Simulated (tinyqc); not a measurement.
What each parameter does: quantum-confined Stark effect in a modulator well.

Envelopes on cells of 0.5 angstrom over the well |z| < L/2 and 45 angstrom of barrier on each side, psi = 0 beyond, psi'/m continuous (mean mass between points), c = hbar^2/2m0. The electron sees + e F z and the hole - e F z, each with its offset in the barriers; 1 kV/cm = 1e-5 eV/angstrom. Light holes, band mixing and escape by tunnelling are left out.

Exciton: in-plane function exp(-rho/lam), 1/mu = 1/me + 1/mp, E(lam) = c/(mu lam^2) - (q/eps) times the integral over k of Fm(k)(1 + (k lam/2)^2)^(-3/2), Fm(k) the double integral of psi_e^2 psi_h^2 exp(-k |z - z'|), q = e^2/(4 pi eps0); binding Eb = -E at the minimum. Line at Eg + E_e + E_h - Eb, strength proportional to overlap^2/lam^2.

Constants: hbar^2/2m0 = 3.80998211 eV angstrom^2; e^2/(4 pi eps0) = 14.39964547 eV angstrom; hc = 1239.841984 eV nm.

Inputs chosen for the exercise (near those of an InGaAsP well in InP; not measured data):
- L = 84 angstrom (well width)
- Vc = 0.189 eV (conduction offset)
- Vv = 0.273 eV (heavy-hole offset)
- me = 0.0513 m0 (electron, well)
- meb = 0.0796 m0 (electron, barrier)
- mh = 0.345 m0 (heavy hole along z, well)
- mhb = 0.481 m0 (heavy hole, barrier)
- Eg = 0.876 eV (gap of the well)
- mp = 0.105 m0 (heavy hole in the plane)
- eps = 13.3 (dielectric constant)
- F = 56 kV/cm (field)

Zero-field line, shift at F, overlap^2 and Eb at F.

Results for these values:

| case | line (nm) | shift (meV) | overlap^2 | Eb (meV) |
|---|---|---|---|---|
| base | 1344.7 | -4.21 | 0.809 | 6.38 |

What happens to each result for F = 45 kV/cm, all else kept?

Answer: line does not change at the printed digits; shift rises from -4.21 to -2.74; overlap^2 rises from 0.809 to 0.849; Eb rises from 6.38 to 6.44.

The same for each parameter in turn:

| case | line (nm) | shift (meV) | overlap^2 | Eb (meV) |
|---|---|---|---|---|
| base | 1344.7 | -4.21 | 0.809 | 6.38 |
| L = 74 angstrom | 1331.0 | -2.97 | 0.849 | 6.62 |
| F = 45 kV/cm | 1344.7 | -2.74 | 0.849 | 6.44 |
| Vc = 0.151 eV | 1349.3 | -4.46 | 0.788 | 6.31 |
| Vv = 0.341 eV | 1344.2 | -4.05 | 0.810 | 6.40 |
| me = 0.059 m0 | 1348.4 | -4.20 | 0.814 | 6.82 |
| mh = 0.293 m0 | 1342.8 | -4.05 | 0.828 | 6.38 |
| eps = 12 | 1346.5 | -4.16 | 0.809 | 7.58 |

tinyqc: `OMP_NUM_THREADS=1 python tinyqc.py 1252188 1252189 out.jsonl`; about 0.2 s, one thread, shared Intel(R) Xeon(R) Processor @ 2.30GHz.
